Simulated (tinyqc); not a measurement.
Elastic trap-assisted tunnelling through a dielectric: current against voltage.

Emitter at x = 0 (Fermi level 0), collector at x = t (Fermi level -V), band edge U(x) = phi - F x, F = V/t. A trap at x has the energy E = U(x) - Et. With G(u) = (4/(3 F)) sqrt(mo/C) max(u, 0)^1.5, C = hbar^2/(2 m0): S1 = G(phi - E) - G(Et), S2 = G(Et) - G(phi - V - E), T1,2 = exp(-S1,2). The steady rate through one trap is nu T1 T2 (f1 - f2)/(T1 + T2), f1 = f(E), f2 = f(E + V), f(y) = 1/(1 + exp(y/Vt)); both contacts offer states at E.

J = q Nt times the integral of the rate over x. Direct S = (4/(3 F)) sqrt(mo/C) [phi^1.5 - max(phi - V, 0)^1.5].

Values chosen for this exercise; dielectric values close to those of aluminium oxide:

| symbol | value | unit | meaning |
|---|---|---|---|
| T | 350 | K | temperature |
| phi | 2.63 | eV | barrier above the emitter Fermi level |
| mo | 0.39 | m0 | tunnelling mass |
| t | 7 | nm | thickness |
| Et | 2.14 | eV | trap depth below the band edge of the dielectric |
| Nt | 4.8e17 | cm^-3 | trap density |
| nu | 1e13 | 1/s | attempt frequency |

Constants: q = 1.602176634e-19 C, kB = 1.380649e-23 J/K, hbar = 1.054571817e-34 J s, m0 = 9.1093837015e-31 kg, Vt = kB T/q, hbar^2/(2 m0) = 0.0380998212 eV nm^2. Results are converted to the units shown.

Result of one run:
```
V (V)  J (A/cm^2)  x of the peak over t  larger S there  direct S
3.61      6.48e-7                 0.223            25.9      35.3
```

What becomes of these results when the voltage V is changed from 3.61 to 0.3 V, all else the same?

Result of the changed run:
```
V (V)  J (A/cm^2)  x of the peak over t  larger S there  direct S
0.3      9.29e-16                 0.493            32.9      70.5
```

The whole series:
```
V (V)  J (A/cm^2)  x of the peak over t  larger S there  direct S
0.3      9.29e-16                 0.493            32.9      70.5
0.85     5.69e-12                 0.480            32.9      66.4
1.4      1.48e-10                 0.455            32.3      61.9
1.95     3.08e-10                 0.435            31.7      56.7
2.5      9.42e-10                 0.412            30.8      50.4
3.06      9.86e-9                 0.381            29.4      41.6
3.61      6.48e-7                 0.223            25.9      35.3
4.16      1.73e-5                 0.188            22.5      30.6
4.71      2.10e-4                 0.162            19.8      27.0
5.26      0.00150                 0.142            17.8      24.2
```

J rises from 9.29e-16 to 0.00150 A/cm^2, by 6.89 decades a volt between the first two rows and 1.55 between the last two. The position of the peak falls from 0.493 to 0.142 of t; only traps beyond x/t = (phi - Et)/V lie below the emitter Fermi level, with phi - Et = 0.490 eV. It jumps from 0.381 to 0.223 between V = 3.06 and 3.61 V.

Range of the model: Phonon-assisted (inelastic) capture, chains of traps and a spread of trap depths are left out.

Numbers from tinyqc (`OMP_NUM_THREADS=1 python tinyqc.py 2370140 2370141 out.jsonl`; about 0.04 s on one thread of a shared Intel Xeon 2.30GHz).
